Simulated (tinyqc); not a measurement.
MOS inversion layer, Poisson-Schroedinger loop: one step of the calculation.

Electrons confined at an insulator interface at z = 0, treated as a hard wall; parabolic valleys, Hartree approximation, no image or exchange terms. The depletion charge lies far deeper than the electrons and gives a uniform field q Nd/(eps0 eps_r); the gate balances all charge. Energies are counted from the band edge at the interface.

Task. Levels and probability densities. Tridiagonal Hamiltonian with psi = 0 one step beyond both ends: H_ii = C (1/m_(i-1/2) + 1/m_(i+1/2))/hz^2 + V0_i + U_i (+ dE for the set B), H_(i,i+1) = -C/(m_(i+1/2) hz^2), C = hbar^2/(2 m0). The lowest 2 level(s) of each valley set are kept, normalised to hz sum |psi|^2 = 1. The mass is the same on all intervals.

Values chosen for this exercise; masses and permittivity close to those of silicon (100): mass along z of valley set A (2 valley(s)) mz1 = 0.909 m0; mass along z of valley set B (4 valley(s)) mz2 = 0.193 m0; extra shift of set B (strain) dE = 0.08 eV; mesh step hz = 0.75 nm.

Constants: q = 1.602176634e-19 C, hbar = 1.054571817e-34 J s, m0 = 9.1093837015e-31 kg, hbar^2/(2 m0) = 0.0380998212 eV nm^2. Results are converted to the units shown.

```
node  fixed potential V0 (eV)  self-consistent potential U at the start (eV)
1                  0.03450342                                              0
2                  0.06900684                                              0
3                  0.10351027                                              0
4                  0.13801369                                              0
5                  0.17251711                                              0
6                  0.20702053                                              0
7                  0.24152396                                              0
8                  0.27602738                                              0
9                  0.31053080                                              0
10                 0.34503422                                              0
11                 0.37953765                                              0
12                 0.41404107                                              0
13                 0.44854449                                              0
14                 0.48304791                                              0
15                 0.51755134                                              0
```

Wanted: levels; |psi|^2 of A1; |psi|^2 of A2; |psi|^2 of B1; |psi|^2 of B2.

Result.

levels (eV): A1 0.1019, A2 0.1742, B1 0.2533, B2 0.3810

```
node  |psi|^2 of A1 (1/nm)  |psi|^2 of A2 (1/nm)  |psi|^2 of B1 (1/nm)  |psi|^2 of B2 (1/nm)
1                   0.4704                0.3531                0.1201                0.1118
2                   0.5650                0.0055                0.3092                0.1720
3                   0.2361                0.3031                0.3603                0.0488
4                   0.0533                0.4264                0.2756                0.0094
5                   0.0077                0.1920                0.1575                0.1370
6                   0.0008                0.0456                0.0717                0.2577
7                   0.0001                0.0069                0.0271                0.2592
8                   0.0000                0.0007                0.0087                0.1800
9                   0.0000                0.0001                0.0024                0.0956
10                  0.0000                0.0000                0.0006                0.0410
11                  0.0000                0.0000                0.0001                0.0147
12                  0.0000                0.0000                0.0000                0.0045
13                  0.0000                0.0000                0.0000                0.0012
14                  0.0000                0.0000                0.0000                0.0003
15                  0.0000                0.0000                0.0000                0.0000
```

tinyqc, about 0.8 s, one thread, Intel Xeon 2.30GHz (shared host): `OMP_NUM_THREADS=1 python tinyqc.py 2160134 2160135 out.jsonl`
